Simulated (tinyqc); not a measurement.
Inside a calculation. Model: MOSFET in the linear regime without short-channel effects, parameter extraction from computed curves.

Program tinyqc, `OMP_NUM_THREADS=1 python tinyqc.py 2210154 2210155 out.jsonl`; Intel Xeon 2.30GHz, shared host, one thread, about 0.01 s. Printed values are rounded.

Inversion charge Q = Cox n Vt W0(exp((Vg - VT)/(n Vt))), W0 the Lambert function and n = nf; u = Q/Cox; mobility mu = mu0/(1 + th1 u + th2 u^2); channel resistance Rch = (L - dL)/(W mu Q); Id = Vd/(Rch + Rsd/W). Cox = eps0 eox/tox. Small Vd, no channel-length or drain effects.

Values chosen for this exercise; channel values of the order met in silicon transistors:
```
symbol,value,unit,meaning
T,300,K,temperature
eox,24.4,,relative permittivity of the gate insulator (close to zirconium oxide)
tox,19,nm,insulator thickness
mu0,390,cm^2/(V s),low-field mobility
th1,0.26,1/V,first mobility attenuation factor
th2,0.06,1/V^2,second mobility attenuation factor
VT,0.65,V,threshold voltage
nf,1.18,,body factor
W,1,um,gate width
L,0.22,um,drawn gate length
dL,0.014,um,drawn less effective length
Rsd,520,ohm um,source plus drain resistance
Vd,0.05,V,drain voltage
```

Constants: q = 1.602176634e-19 C, kB = 1.380649e-23 J/K, Vt = kB T/q, eps0 = 8.8541878128e-14 F/cm where lengths are in cm. Results are converted to the units shown.

## Transfer curve

Vg, point 0 to 11 (V): [0.45, 0.55, 0.65, 0.75, 0.85, 0.95, 1.05, 1.15, 1.25, 1.35, 1.45, 1.55]

u, mu, Rch and Id as defined.

u, point 0 to 11 (V): [4.329398e-5, 0.001108975, 0.01730091, 0.07326980, 0.1511751, 0.2374069, 0.3275850, 0.4200039, 0.5138519, 0.6086853, 0.7042372, 0.8003351]
mu, point 0 to 11 (cm^2/(V s)): [389.9956, 389.8876, 388.2466, 382.5884, 374.7561, 366.1602, 357.2702, 348.2811, 339.2944, 330.3718, 321.5544, 312.8712]
Rch, point 0 to 11 (ohm): [1.072988e7, 4.190067e5, 26971.53, 6462.871, 3197.815, 2084.096, 1547.966, 1238.509, 1039.124, 900.9205, 800.0348, 723.5105]
Id, point 0 to 11 (uA): [0.004659656, 0.1191819, 1.818742, 7.160379, 13.44876, 19.20052, 24.17834, 28.43318, 32.06928, 35.18846, 37.87779, 40.20875]

## Threshold and mobility at the peak transconductance

gm_i = (Id_(i+1) - Id_(i-1))/(Vg_(i+1) - Vg_(i-1)); at the point j of largest gm the tangent meets the axis at V_ext = Vg_j - Id_j/gm_j; field-effect mobility gm_j L/(W Cox Vd) with the drawn L.

gm, point 1 to 10 (uS): [9.070410, 35.20598, 58.15009, 60.20069, 53.64793, 46.16333, 39.45468, 33.77637, 29.04254, 25.10146]
j = 4
V_ext = 0.6266013 V
field-effect mobility = 232.9535 cm^2/(V s)

V_ext is 23 mV below the model VT, and the mobility so found is 44 % below mu0 L/(L - dL) = 417 cm^2/(V s), the value for the drawn L; attenuation, series resistance and the slow approach of Q to a straight line all lower the peak gm.

## The Y function

Y_i = Id_i/sqrt(gm_i). For Id = beta Vd x/(1 + th x), x = Vg - VT, Y = sqrt(beta Vd) x whatever th. Slope s from points 7 and 10; VT_Y = Vg - Y/s at point 10; beta = s^2/Vd; mobility beta L/(W Cox) with the drawn L; th* = (beta Vd x/Id - 1)/x at point 10.

Y, point 1 to 10 (uA^0.5 V^0.5): [0.03957281, 0.3065228, 0.9389897, 1.733331, 2.621419, 3.558590, 4.526643, 5.518013, 6.529545, 7.560233]
s = 10.11197 uA^0.5 V^-0.5
VT_Y = 0.7023479 V
beta = 2045.037 uA/V^2
mobility from Y = 395.6753 cm^2/(V s)
th* = 1.362000 1/V

The mobility from Y is 5.0 % below mu0 L/(L - dL) = 417 cm^2/(V s), which it should reach in deep inversion when th2 = 0. th* compares with th1 + mu0 Cox Rsd/(L - dL) = 1.38 1/V, since series resistance enters like th1.
